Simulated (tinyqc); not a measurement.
Stretching all distances: RHF, UHF, MP2, CISD and CCSD against full CI in the 6-311g basis, for HeH+, spin multiplicity 1. Computed by the program tinyqc with PySCF. All coordinates are multiplied by the scale. c0^2 is the weight of the RHF determinant in the lowest singlet FCI state (UHF is spin-contaminated and may lie near states of higher spin) and n(LUMO) the first natural occupation beyond the occupied space.

Geometry (angstrom):
```
atom,x,y,z
He,0.0000,0.0000,0.0000
H,0.0000,0.0000,0.7250
```

Full CI energy (hartree) and errors against it (kcal/mol):
```
scale,distance 1-2 (angstrom),E(FCI),RHF,UHF,MP2,CISD,CCSD,<S^2> UHF,c0^2,n(LUMO)
0.8800,0.6380,-2.924271,14.2458,14.2458,2.9921,0.0000,0.0000,0.0000,0.9940,0.0104
1.0900,0.7903,-2.939423,14.4954,14.4954,3.2207,0.0000,0.0000,0.0000,0.9925,0.0132
1.3100,0.9497,-2.928952,14.2576,14.2576,3.2614,0.0000,0.0000,0.0000,0.9916,0.0148
1.7400,1.2615,-2.901648,12.8022,12.8022,2.9386,0.0000,0.0000,0.0000,0.9921,0.0136
1.9500,1.4138,-2.892557,12.0648,12.0648,2.7513,0.0000,0.0000,0.0000,0.9930,0.0122
2.1700,1.5733,-2.886171,11.4698,11.4698,2.5965,0.0000,0.0000,0.0000,0.9939,0.0109
2.3800,1.7255,-2.882340,11.0782,11.0782,2.4899,0.0000,0.0000,0.0000,0.9945,0.0100
```

Estimate the missing row, scale = 1.52.

Computed row:
```
scale   distance 1-2 (angstrom)     E(FCI)      RHF      UHF     MP2    CISD    CCSD  <S^2> UHF    c0^2  n(LUMO)
1.5200                   1.1020  -2.914613  13.6332  13.6332  3.1405  0.0000  0.0000     0.0000  0.9915   0.0147
```

UHF stays equal to RHF over this range. The weight c0^2 goes from 0.99 to 0.99 and n(LUMO) from 0.01 to 0.01: one determinant still serves, as it does when a bond breaks into closed-shell fragments or is not yet far stretched. The spread of the error along the curve, which distorts its shape, is CISD 0.0, CCSD 0.0, MP2 0.8, RHF 3.4, UHF 3.4 kcal/mol. With two electrons CISD and CCSD are exact.
